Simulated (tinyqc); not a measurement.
Worked calculation: shallow donor in an anisotropic valley (effective-mass theory). Values are carried at full precision from step to step, so a last printed digit may differ when a step is redone from the rounded ones.

Constants: Ry = 13.60569312 eV; a0 (Bohr radius) = 0.5291772105 angstrom; hbar^2/2m0 = 3.80998211 eV angstrom^2; e^2/(4 pi eps0) = 14.39964547 eV angstrom.

Parameters, chosen for this exercise (near those of 3C SiC; shifted at random, so the results belong to these values and not to a real crystal): ml = 0.657 m0 (longitudinal mass); mt = 0.254 m0 (transverse mass); eps = 9.7 (dielectric constant); a = 18.8 angstrom (trial radius across the axis); b = 12.1 angstrom (trial radius along the axis).

## Hydrogen-like estimates

Ry* = Ry m/eps^2 and a* = a0 eps/m for four choices of one mass: mt, the conductivity mass 3/(1/ml + 2/mt), the density-of-states mass (ml mt^2)^(1/3), and ml.

Estimates:
```
mass               m (m0)  Ry* (meV)  a* (angstrom)
mt                 0.2540      36.73          20.21
conductivity       0.3193      46.17          16.08
density of states  0.3487      50.42          14.72
ml                 0.6570      95.00           7.81
```

## Energy of one trial function

One valley: H = -c [(d2/dx2 + d2/dy2)/mt + (d2/dz2)/ml] - q/(eps r), c = hbar^2/2m0, q = e^2/(4 pi eps0). Trial function exp(-sqrt((x^2 + y^2)/a^2 + z^2/b^2)) with a > b: T = (c/3)(2/(mt a^2) + 1/(ml b^2)), V = -(q/eps) atan(u/b)/u, u = sqrt(a^2 - b^2). The central cell of the impurity is left out.

Evaluate T, V and E. Scaling both radii by f changes T to T/f^2 and V to V/f, so the best factor is f = -2T/V, with energy -V^2/(4T).

T = 41.496 meV
V = -89.923 meV
E = -48.427 meV
best scale factor = 0.9229
energy after scaling = -48.717 meV

The virial ratio -V/T is 2.167; it is 2 at the best scale. Scaling gains 0.289 meV.

## Scan over the shape

For each ratio b/a = 0.2, 0.3, ..., 0.9 the best scale follows from a = -2 T1/V1, with T1 and V1 taken at a = 1 angstrom.

Scan:
```
b/a  a (angstrom)  b (angstrom)  E (meV)
0.2         56.22         11.24  -18.453
0.3         31.95          9.59  -30.831
0.4         23.52          9.41  -39.918
0.5         19.76          9.88  -45.429
0.6         17.86         10.72  -48.161
0.7         16.87         11.81  -49.010
0.8         16.36         13.08  -48.672
0.9         16.13         14.51  -47.622
```

The best listed ratio is 0.7; (mt/ml)^(1/2) = 0.62 and (mt/ml)^(1/3) = 0.73 are common guesses.

## The minimum

Minimise over a and b. The Mott estimate n_c = (0.25/a_m)^3 uses a_m = (a^2 b)^(1/3); 1/angstrom^3 = 1e24/cm^3.

a = 16.77 angstrom
b = 11.98 angstrom
E = -49.021 meV
a_m = 14.99 angstrom
n_c = 4.64 x 1e18/cm^3

b/a = 0.714. The binding energy is 1.335 times Ry*(mt). The central cell of a real donor shrinks the orbit and raises n_c.

## Checks

- Energy from 21 anisotropic Gaussians against the two-parameter function, meV: -49.04 against -49.02.

Computed by tinyqc, a small Python program: `OMP_NUM_THREADS=1 python tinyqc.py 1251190 1251191 out.jsonl` (the numbers bound the seed that draws the inputs); one thread of a shared host (Intel(R) Xeon(R) Processor @ 2.30GHz), about 0.01 s for the whole set of steps.
